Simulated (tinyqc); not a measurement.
Inside a calculation. Model: capacitance measurement on a leaky thin oxide: effects of series resistance and leakage.

Numbers from tinyqc (`OMP_NUM_THREADS=1 python tinyqc.py 2022091 2022092 out.jsonl`; about 0.01 s on one thread of a shared Intel Xeon 2.30GHz). Printed values are rounded.

The device is a capacitance C in parallel with a leakage conductance G, in series with Rs and Ls. An impedance meter reports either a parallel pair (Cp, Gp) from Y = 1/Z = Gp + i w Cp or a series pair (Cs, Rm) from Z = Rm + 1/(i w Cs); w = 2 pi f, dissipation D = Gp/(w |Cp|).

Values chosen for this exercise; values of the order met in thin-oxide MOS capacitors:
- eox = 3.9 (relative permittivity of the gate insulator (close to silicon dioxide))
- tox = 3 nm (insulator thickness)
- A = 10000 um^2 (gate area)
- zc = 0.33 nm (oxide-equivalent thickness added by the accumulation layer)
- zp = 0 nm (oxide-equivalent thickness added by gate depletion)
- Jg = 0.00014 A/cm^2 (gate leakage current density, not matched to the thickness)
- Vs = 0.28 V (voltage for an e-fold rise of the leakage)
- Rs = 6 ohm (series resistance)
- Ls = 0 nH (series inductance)
- f = 1e5 Hz (measuring frequency)

Constants: eps0 = 8.8541878128e-14 F/cm where lengths are in cm. Results are converted to the units shown.

## True capacitance and conductance

EOT = 3.9 tox/eox; CET = EOT + zc + zp; C = 3.9 eps0 A/CET; G = Jg A/Vs.

EOT = 3 nm
CET = 3.33 nm
C = 103.698 pF
G = 0.05 uS

## What the meter reports

Z = Rs + i w Ls + 1/(G + i w C).

Z = (0.00178-1.53480i) x 1e4 ohm
Cp = 103.698 pF
Gp = 0.0754711 uS
Cs = 103.698 pF
D = 0.00115833

Cp is within 0.01 % of C and Cs is within 0.01 % of it; G Rs = 3.00e-7, w C Rs = 3.91e-4 and G/(w C) = 7.67e-4.
